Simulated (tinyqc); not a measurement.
Convergence with the mesh: density of states of one tight-binding band on the triangular lattice.

E(k) = -2 t (cos 2 pi k1 + cos 2 pi k2 + cos 2 pi (k1 + k2)); k in fractions of the reciprocal vectors, mesh k_i = j/N with j = 0 .. N-1. Densities are per cell and per spin, so the band holds one state.

Each cell of the mesh is cut along (i+1, j)-(i, j+1) into two triangles. For corner energies e1 <= e2 <= e3 and eij = ei - ej, the share of the triangle below E is n = (E - e1)^2/(e21 e31) for e1 < E < e2 and n = 1 - (e3 - E)^2/(e31 e32) for e2 < E < e3; its density of states is g = dn/dE.

Gaussian broadening: g(E) = mean over the mesh of exp(-(E - E_k)^2/(2 sigma^2))/(sigma sqrt(2 pi)), n(E) = mean of erfc((E_k - E)/(sigma sqrt 2))/2.

Values chosen for the exercise:
- t = 0.62 eV (nearest hopping)
- E = -1.58 eV (energy at which the density is wanted)
- sigma = 0.31 eV (Gaussian width)

At the energy E; the plain count is the share of mesh points below E; the reference is the linear method with N = 240.

Results:
```
N   points  g linear  n linear  g Gaussian  n Gaussian  n plain count
4       16    0.1305    0.1396      0.2645      0.1136         0.0625
6       36    0.1113    0.1737      0.0049      0.1943         0.1944
8       64    0.1122    0.1791      0.1693      0.1889         0.2031
12     144    0.1090    0.1845      0.1310      0.1912         0.2153
16     256    0.1079    0.1863      0.1127      0.1902         0.2148
24     576    0.1072    0.1875      0.1072      0.1896         0.1892
48    2304    0.1067    0.1882      0.1072      0.1896         0.1879
```

reference n and g: 0.1884  0.1066

The linear n(E) stays within 0.002 of the reference from N = 24 on. The Gaussian g stays within 1 % of its last value from N = 24 on; it tends to the broadened curve, not the true one. At the last mesh it lies +0.001 1/eV from the reference g and the linear g 0.000. The plain count errs by -0.0005 at the last mesh.

(tinyqc, `OMP_NUM_THREADS=1 python tinyqc.py 1652409 1652410 out.jsonl`, Intel(R) Xeon(R) Processor @ 2.30GHz, 1 thread, shared host, about 0.1 s.)
